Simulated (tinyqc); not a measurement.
Haynes-Shockley experiment: what a collector records, against the lifetime.

A sheet injected at x = 0, t = 0 gives at x = L the signal n(t) = N0 exp(-t/tau - (L - v t)^2/(4 D t))/sqrt(4 pi D t), D = mu Vt, v = mu F. Its peak lies at tp = [-D + sqrt(D^2 + u^2 L^2)]/u^2, u^2 = v^2 + 4 D/tau; dt is the full width at half height. Simple readings: mobility L/(F tp), diffusion coefficient (L dt/tp)^2/(16 ln 2 tp). Area v times the integral of n over N0: (v/u) exp(L (v - u)/(2 D)).

Values chosen for this exercise: temperature T = 350 K; minority-carrier mobility mu = 4200 cm^2/(V s); sweep field along the drift F = 2.9 V/cm; distance from injector to collector L = 8600 um.

Constants: q = 1.602176634e-19 C, kB = 1.380649e-23 J/K, Vt = kB T/q. Results are converted to the units shown.

The same in every row: L/v (us) = 70.608.

Haynes-Shockley experiment: what a collector records, against the lifetime:
```
tau (s)	tp (us)	dt (us)	apparent mobility (cm^2/(V s))	apparent D (cm^2/s)	area	exp(-L/(v tau))
9e-6	59.500	20.178	4984.0	128.90	6.2579e-4	3.9159e-4
2e-5	64.530	22.807	4595.6	129.10	0.031113	0.029294
5e-5	67.518	24.421	4392.2	129.21	0.24126	0.24362
0.0001	68.611	25.020	4322.2	129.25	0.48824	0.49358
0.0002	69.178	25.333	4286.8	129.28	0.69767	0.70255
0.0005	69.525	25.525	4265.4	129.29	0.86556	0.86830
0.001	69.641	25.590	4258.3	129.29	0.93030	0.93183
0.003	69.720	25.633	4253.5	129.30	0.97619	0.97674
```

True values: mu = 4200 cm^2/(V s), D = 127 cm^2/s. The apparent mobility is 19 % above the true one in the first row and 1.3 % above it in the last, and the apparent D 1.8 % above and 2.1 % above D. The peak always comes before L/v, since spreading and decay both weigh down the later part of the signal; the shift is 16 % and 1.3 % in these rows.

tinyqc, about 0.01 s, one thread, Intel Xeon 2.30GHz (shared host): `OMP_NUM_THREADS=1 python tinyqc.py 2310119 2310120 out.jsonl`
